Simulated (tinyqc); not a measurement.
Carbon nanotube by zone folding, step by step. Values are carried at full precision from step to step, so a last printed digit may differ when a step is redone from the rounded ones.

Circumference C = n a1 + m a2, a = sqrt3 acc; d = a sqrt(n^2 + nm + m^2)/pi; tan(theta) = sqrt3 m/(2n + m); dR = gcd(2n + m, 2m + n); T = t1 a1 + t2 a2 with t1 = (2m + n)/dR, t2 = -(2n + m)/dR, |T| = sqrt3 pi d/dR; N = 2 (n^2 + nm + m^2)/dR hexagons a cell. On cutting line mu = 0 to N - 1 at x = k|T|/(2 pi) the phases are p1 = 2 pi (-t2 mu + m x)/N, p2 = 2 pi (t1 mu - n x)/N, and E = -/+ t |1 + exp(i p1) + exp(i p2)|.

Constants: hbar^2/2m0 = 3.80998211 eV angstrom^2.

Parameters, chosen for this exercise (near those used for carbon; the results hold for these values, not for the real material): n = 11 (chiral index); m = 9 (chiral index); acc = 1.44 angstrom (bond length); t = 2.65 eV (hopping); mu = 201 (cutting line); x = 0.42 (position on the line).

## Geometry

Form d, theta, dR, t1, t2, N and |T|, and (n - m) mod 3.

d = 13.774 angstrom
theta = 26.70 degrees

dR, t1, t2, N: 1  29  -31  602

|T| = 74.949 angstrom
(n - m) mod 3 = 2

The nearest line misses K by a third of the spacing 2/d: semiconducting in zone folding; chiral, 1204 atoms a cell.

## One point of one line

Form the phases and the energy.

p1, p2 (rad): 65.07355  60.79013

E of the upper band = 0.3488 eV

## Band edges

The three lowest distinct minima of E along the lines, doubled (the transition between mirror bands), against the cone: 2 t acc j/d with j = 1, 2, 4 for semiconducting and 0, 3, 3 for metallic tubes.

Transitions (eV):
```
order  zone folding    cone
1            0.5548  0.5541
2            1.0938  1.1082
3            2.1771  2.2164
```

Trigonal warping puts the first transition +0.1 % and the second -1.3 % from the cone; the two lines lie on opposite sides of K, where the contours bend oppositely. Measured optical lines also hold self-energy and exciton terms.

## Mass at the first band edge

Cone estimate: E^2 = (Eg/2)^2 + (hbar v k)^2, hbar v = 3 t acc/2, Eg = 2 t acc/d, so m/m0 = c Eg/(hbar v)^2, c = hbar^2/2m0.

hbar v = 5.7240 eV angstrom
Eg = 0.5541 eV
mass = 0.0644 m0

Run: tinyqc, `OMP_NUM_THREADS=1 python tinyqc.py 1481381 1481382 out.jsonl`; Intel(R) Xeon(R) Processor @ 2.30GHz, one thread, shared host; about 0.02 s of CPU time with all checks.
